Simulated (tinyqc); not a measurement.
What each parameter does: two-dimensional electron gas with Rashba and Dresselhaus coupling.

H = c k^2/m + al (ky sx - kx sy) + b1 (kx sx - ky sy) + gam kx ky (kx sy - ky sx), s the Pauli matrices, x = [100], c = hbar^2/2m0, b1 = gam (pi/L)^2 (hard walls). H = c k^2/m + B.s, so E = c k^2/m -/+ |B| and the lower state has its spin along -B.

Constants: hbar^2/2m0 = 3.80998211 eV angstrom^2.

Inputs chosen for the exercise (of the size met in InSb; the results hold for these values, not for the real material):

| symbol | value | unit | meaning |
|---|---|---|---|
| m | 0.0151 | m0 | mass |
| al | 0.37 | eV angstrom | Rashba constant |
| gam | 281.7 | eV angstrom^3 | bulk Dresselhaus constant |
| L | 179 | angstrom | width of the (001) well |
| n | 4.6 | 1e11/cm^2 | sheet density (one subband filled) |

Splittings 2|B| at k0 = sqrt(2 pi n) along [100], [110] and [-110], and E0 = c k0^2/m; 1e11/cm^2 = 1e-5/angstrom^2.

Results for these values:

| case | [100] (meV) | [110] (meV) | [-110] (meV) | E0 (meV) |
|---|---|---|---|---|
| base | 12.9219 | 14.1468 | 11.0144 | 72.93 |

What happens to each result for L = 199 angstrom, all else kept?

Answer: [100] falls from 12.9219 to 12.8051; [110] falls from 14.1468 to 13.5835; [-110] rises from 11.0144 to 11.5776; E0 does not change at the printed digits.

The same for each parameter in turn:

| case | [100] (meV) | [110] (meV) | [-110] (meV) | E0 (meV) |
|---|---|---|---|---|
| base | 12.9219 | 14.1468 | 11.0144 | 72.93 |
| m = 0.01661 m0 | 12.9219 | 14.1468 | 11.0144 | 66.30 |
| al = 0.444 eV angstrom | 15.3823 | 16.6629 | 13.5305 | 72.93 |
| gam = 338.04 eV angstrom^3 | 13.0693 | 14.4600 | 10.7011 | 72.93 |
| L = 199 angstrom | 12.8051 | 13.5835 | 11.5776 | 72.93 |
| n = 6.9 1e11/cm^2 | 15.8260 | 16.4786 | 14.3374 | 109.39 |

Run: tinyqc, `OMP_NUM_THREADS=1 python tinyqc.py 1482590 1482591 out.jsonl`; Intel(R) Xeon(R) Processor @ 2.30GHz, one thread, shared host; about 0.01 s of CPU time with all checks.
